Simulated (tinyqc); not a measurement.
Inside a calculation: six-band Luttinger-Kohn model with strain. Values are carried at full precision from step to step, so a last printed digit may differ when a step is redone from the rounded ones.

Constants: hbar^2/2m0 = 3.80998211 eV angstrom^2.

Parameters, chosen for this exercise (near those of Si; shifted at random, so the results belong to these values and not to a real crystal):
```
symbol  value                   unit        meaning
C11     166.7                   GPa
C12     62.4                    GPa
C44     78.7                    GPa
load    uniaxial [110]                      kind of stress
X       2.32                    GPa         stress
Dso     0.043                   eV          spin-orbit splitting
g1      4.28                                Luttinger gamma1
g2      0.34                                gamma2
g3      1.44                                gamma3
av      2.5                     eV          valence hydrostatic potential
b       -2.09                   eV          tetragonal shear potential
d       -4.66                   eV          trigonal shear potential
k       (-0.008, 0.057, 0.035)  1/angstrom  wave vector
kmax    0.12                    1/angstrom  end of the path
```

## Strain from a uniaxial [110] stress

s11 = (C11 + C12)/((C11 - C12)(C11 + 2 C12)), s12 = -C12/((C11 - C12)(C11 + 2 C12)), s44 = 1/C44; exx = s11 sxx + s12 (syy + szz) and cyclic, exy = s44 sxy/2; tension is positive. A uniaxial stress X along the unit vector n is s_ij = X n_i n_j.

s11, s12, s44 (1/TPa): [7.5353, -2.0524, 12.7065]

strain tensor, rows x, y, z and columns alike:
```
[[0.006360, 0.007370, 0.000000],
 [0.007370, 0.006360, 0.000000],
 [0.000000, 0.000000, -0.004762]]
```

The volume changes by +0.796 %; there is shear in the cubic axes, so d enters.

## The terms P, Q, R, S at one k

P = c g1 k^2 - av tr(e); Q = c g2 (kx^2 + ky^2 - 2 kz^2) - (b/2)(exx + eyy - 2 ezz); R = c sqrt3 [-g2 (kx^2 - ky^2) + 2i g3 kx ky] + (sqrt3/2) b (exx - eyy) - i d exy; S = 2 c sqrt3 g3 (kx - i ky) kz - d (exz - i eyz); c = hbar^2/2m0, e the strain tensor (not engineering shear).

Form the four terms.

Terms (eV):
```
term             from k  from strain
P               0.07400     -0.01990
Q               0.00112      0.02324
R      0.00715-0.00867i     0.03434i
S     -0.00532-0.03792i      0.00000
```

## The Hamiltonian

Six-band Luttinger-Kohn model in the basis |3/2,3/2>, |3/2,1/2>, |3/2,-1/2>, |3/2,-3/2>, |1/2,1/2>, |1/2,-1/2>, electron energies, zero at the top of the unstrained valence band. H = -[rows: (P+Q, -S, R, 0, -S/r2, r2 R); (-S*, P-Q, 0, R, -r2 Q, r32 S); (R*, 0, P-Q, S, r32 S*, r2 Q); (0, R*, S*, P+Q, -r2 R*, -S*/r2); (-S*/r2, -r2 Q, r32 S, -r2 R, P+Dso, 0); (r2 R*, r32 S*, r2 Q, -S/r2, 0, P+Dso)], r2 = sqrt(2), r32 = sqrt(3/2). Levels are twofold.

Each term is the sum of its two parts.

H(k) (eV), rows 3/2,3/2, 3/2,1/2, 3/2,-1/2, 3/2,-3/2, 1/2,1/2, 1/2,-1/2 and columns alike:
```
[[-0.0785, -0.0053-0.0379i, -0.0071-0.0257i, 0, -0.0038-0.0268i, -0.0101-0.0363i],
 [-0.0053+0.0379i, -0.0297, 0, -0.0071-0.0257i, 0.0345, 0.0065+0.0464i],
 [-0.0071+0.0257i, 0, -0.0297, 0.0053+0.0379i, 0.0065-0.0464i, -0.0345],
 [0, -0.0071+0.0257i, 0.0053-0.0379i, -0.0785, 0.0101-0.0363i, -0.0038+0.0268i],
 [-0.0038+0.0268i, 0.0345, 0.0065+0.0464i, 0.0101+0.0363i, -0.0971, 0],
 [-0.0101+0.0363i, 0.0065-0.0464i, -0.0345, -0.0038-0.0268i, 0, -0.0971]]
```

## Levels and their make-up

Diagonalise H. The weights add +m and -m and are averaged over each pair; m is taken along z.

levels from the top, each twofold (eV): [0.0276, -0.0716, -0.1613]

weights, rows |3/2,+-3/2>, |3/2,+-1/2>, |1/2,+-1/2>; columns top, second, third:
```
[[0.201, 0.501, 0.299],
 [0.591, 0.222, 0.187],
 [0.208, 0.277, 0.515]]
```

The top pair is 59 % |3/2,+-1/2>, the second pair is 50 % |3/2,+-3/2> and the third pair is 51 % |1/2,+-1/2>.

## Band edges at k = 0
Diagonalise H at k = 0. The weights add +m and -m (m along z) and are averaged over each pair.

edges from the top (eV): [0.0622, 0.0352, -0.0808]

weights at k = 0, rows |3/2,+-3/2>, |3/2,+-1/2>, |1/2,+-1/2>; columns top, second, third:
```
[[0.142, 0.492, 0.366],
 [0.839, 0.034, 0.127],
 [0.019, 0.474, 0.507]]
```

The stress splits the top two pairs by 27.0 meV, 1.04 times kT at 300 K (25.85 meV); the third lies 143.0 meV below the top, against Dso = 43 meV without stress.

## Hole masses at the edges

Curvature at k = 0: m/m0 = -2 c h^2/(E(h u) + E(-h u) - 2 E(0)) with h = 0.0002 1/angstrom along the unit vector u.

Hole masses (m0):
```
direction    top  second  third
[110]      0.390   0.643  0.115
[1-10]     0.189   0.141  2.034
[100]      0.255   0.232  0.217
[001]      0.200   0.237  0.276
```

Of the directions listed, the top pair is lightest along [1-10] (0.189) and heaviest along [110] (0.390). These masses hold only for hole energies well below the splitting of 27 meV.

## Bands along [100] and [001]

Six points from 0 to kmax in each direction.

Levels (eV):
```
direction  |k| (1/angstrom)      top   second    third  top, no stress  second, no stress
[100]                 0.000   0.0622   0.0352  -0.0808          0.0000             0.0000
[100]                 0.024   0.0537   0.0258  -0.0909         -0.0079            -0.0108
[100]                 0.048   0.0285  -0.0026  -0.1219         -0.0316            -0.0417
[100]                 0.072  -0.0125  -0.0494  -0.1750         -0.0711            -0.0887
[100]                 0.096  -0.0689  -0.1131  -0.2522         -0.1264            -0.1486
[100]                 0.120  -0.1407  -0.1918  -0.3552         -0.1975            -0.2221
[001]                 0.000   0.0622   0.0352  -0.0808          0.0000             0.0000
[001]                 0.024   0.0514   0.0258  -0.0888         -0.0079            -0.0108
[001]                 0.048   0.0213  -0.0046  -0.1127         -0.0316            -0.0417
[001]                 0.072  -0.0230  -0.0612  -0.1527         -0.0711            -0.0887
[001]                 0.096  -0.0804  -0.1444  -0.2094         -0.1264            -0.1486
[001]                 0.120  -0.1525  -0.2496  -0.2857         -0.1975            -0.2221
```

## Checks

- Levels against the same model in the basis X, Y, Z times spin: they agree to 1e-10 or better.

Computed by tinyqc, a small Python program: `OMP_NUM_THREADS=1 python tinyqc.py 1080205 1080206 out.jsonl` (the numbers bound the seed that draws the inputs); one thread of a shared host (Intel(R) Xeon(R) Processor @ 2.30GHz), about 0.04 s for the whole set of steps.
